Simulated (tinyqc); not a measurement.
Inside a calculation. Method: Hubbard ring of 6 sites. One step of it, computed by the program tinyqc.

Task: Mean-field iteration 2. H(up) = T + U n(down), H(down) = T + U n(up); fill the lowest levels; n(new) = n + mixing (n(out) - n); E = tr T (rho up + rho down) + U sum n_up n_down of the output.

one-body matrix (hopping and site energies) (eV), lower triangle:
```
           1          2          3          4          5         6
1   0.000000
2  -1.160000   0.000000
3   0.000000  -1.160000   0.000000
4   0.000000   0.000000  -1.160000   0.000000
5   0.000000   0.000000   0.000000  -1.160000   0.000000
6  -1.160000   0.000000   0.000000   0.000000  -1.160000  0.000000
```

U = 1.500000 eV

electrons, up and down: 2  2

mixing = 0.500000

n(up) after iteration 1: 1 0.503980, 2 0.115049, 3 0.711399, 4 0.066170, 5 0.633384, 6 0.144517

n(down) after iteration 1: 1 0.062975, 2 0.683224, 3 0.128886, 4 0.495523, 5 0.133875, 6 0.670017

Give: levels, up; levels, down; energy; n(up) after iteration 2; n(down) after iteration 2.

Result:

levels, up (eV): -1.8100  -0.7328  -0.6239  1.6928  1.8361  2.8996

levels, down (eV): -1.8100  -0.7324  -0.6243  1.6930  1.8357  2.8997

energy = -5.7068 eV

n(up) after iteration 2: 1 0.5745, 2 0.1480, 3 0.5062, 4 0.2324, 5 0.4564, 6 0.1697

n(down) after iteration 2: 1 0.2259, 2 0.5234, 3 0.1400, 4 0.5616, 5 0.1842, 6 0.4522
